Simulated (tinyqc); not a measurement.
Worked calculation: Fermi-Dirac statistics of conduction electrons. Values are carried at full precision from step to step, so a last printed digit may differ when a step is redone from the rounded ones.

Constants: hbar^2/2m0 = 3.80998211 eV angstrom^2; kB = 8.617333262e-05 eV/K; e^2/(4 pi eps0) = 14.39964547 eV angstrom.

Inputs chosen for the exercise (near those of InP, lowest valleys alone; shifted at random, so the results belong to these values and not to a real crystal):
- m = 0.0805 m0 (density-of-states mass of the conduction band)
- T = 300 K
- n = 1.1e+18 1/cm^3 (electron density)
- eps = 12.1 (static dielectric constant)
- alpha = 0.62 1/eV (non-parabolicity)
- mh = 0.6 m0 (heavy-hole mass)
- Eg = 1.356 eV (gap)

## Reduced density

N = 2 (m kB T/(4 pi c))^(3/2) with c = hbar^2/2m0, in 1/angstrom^3; times 1e24 for 1/cm^3; u = n/Nc.

kT = 0.025852 eV
Nc = 5.7315e+17 1/cm^3
u = n/Nc = 1.9192

## Reduced Fermi level by five rules

F_j(eta) = (1/Gamma(j + 1)) integral_0^infinity x^j dx/(1 + exp(x - eta)), which tends to exp(eta) for eta << 0.

With u = n/Nc: Boltzmann eta = ln u; Joyce-Dixon eta = ln u + u/sqrt(8) - 4.95009e-3 u^2 + 1.48386e-4 u^3 - 4.42563e-6 u^4; Nilsson eta = ln u/(1 - u^2) + v/(1 + (0.24 + 1.08 v)^-2) with v = (3 sqrt(pi) u/4)^(2/3); fully degenerate limit eta = v; exact: F_1/2(eta) = u.

Find eta = (EF - Ec)/kT by each rule.

eta: Boltzmann 0.652, Joyce-Dixon 1.313, Nilsson 1.318, degenerate 1.867, exact 1.313

Against the exact value the errors are Boltzmann -0.661, Joyce-Dixon 0.000, Nilsson +0.004, degenerate limit +0.554 (in kT).

## Exact eta by Newton steps

Solve ln F_1/2(eta) = ln u from the Boltzmann value; dF_1/2/d eta = F_-1/2, so the step is -ln(F_1/2/u) F_1/2/F_-1/2. Stop below 1e-9.

Newton steps:

| step | eta | F_1/2 | F_-1/2 | step taken |
|---|---|---|---|---|
| 1 | 0.651924 | 1.24501 | 0.873293 | 0.617 |
| 2 | 1.268917 | 1.86796 | 1.14699 | 0.0441 |
| 3 | 1.313010 | 1.91897 | 1.16660 | 0.000221 |
| 4 | 1.313232 | 1.91923 | 1.16670 | 5.56e-09 |
| 5 | 1.313232 | 1.91923 | 1.16670 | 1.83e-16 |

Converged in 5 steps.

## Mean energy, Einstein relation and screening

eta = 1.31323

Mean kinetic energy <E> = (3/2) kT F_3/2/F_1/2; D/mu = (kT/e) F_1/2/F_-1/2; dn/dEF = (Nc/kT) F_-1/2; screening length L = (4 pi (e^2/(4 pi eps0)) (dn/dEF)/eps)^(-1/2), with dn/dEF in 1/(angstrom^3 eV) (1/cm^3 = 1e-24/angstrom^3).

F_-1/2, F_1/2, F_3/2: 1.167  1.919  2.548

<E> = 51.49 meV
D/mu = 42.53 mV
dn/dEF = 2.587e+19 1/(cm^3 eV)
L = 50.84 angstrom

EF lies within 2 kT of the edge. D/mu is 1.645 times kT/e and <E> is 1.328 times (3/2) kT; the Debye formula, with n/kT in place of dn/dEF, would give L = 39.64 angstrom.

## Fermi level in the non-parabolic band

Non-parabolic band E (1 + alpha E) = c k^2/m: n = Nc (2/sqrt(pi)) integral_0^infinity sqrt(x (1 + a x)) (1 + 2 a x) dx/(1 + exp(x - eta)) with a = alpha kT and eta = (EF - Ec)/kT; a = 0 gives n = Nc F_1/2(eta).

Solve for eta at the same n.

a = 0.01603
eta = 1.189
EF - Ec = 30.74 meV

The extra states lower EF by 3.21 meV against the parabolic band.

## Burstein-Moss edge

Vertical transitions from the heavy-hole band reach half-empty states at the k where the conduction energy equals EF: k^2 = E (1 + alpha E) m/c with E = EF - Ec and c = hbar^2/2m0; edge = Eg + E + c k^2/mh. Gap narrowing by many-body effects is left out.

k = 0.02572 1/angstrom
hole energy = 0.0042 eV
edge = 1.3909 eV

The edge moves up by 34.9 meV, of which the valence band supplies 12 %.

## Checks

- Non-parabolic integral at a = 0 against F_1/2(2): both 2.823721.
- F_1/2(40) against the Sommerfeld form (4/(3 sqrt(pi))) eta^(3/2) (1 + pi^2/(8 eta^2)): both 190.45.

Run: tinyqc, `OMP_NUM_THREADS=1 python tinyqc.py 1681534 1681535 out.jsonl`; Intel(R) Xeon(R) Processor @ 2.30GHz, one thread, shared host; about 0.01 s of CPU time with all checks.
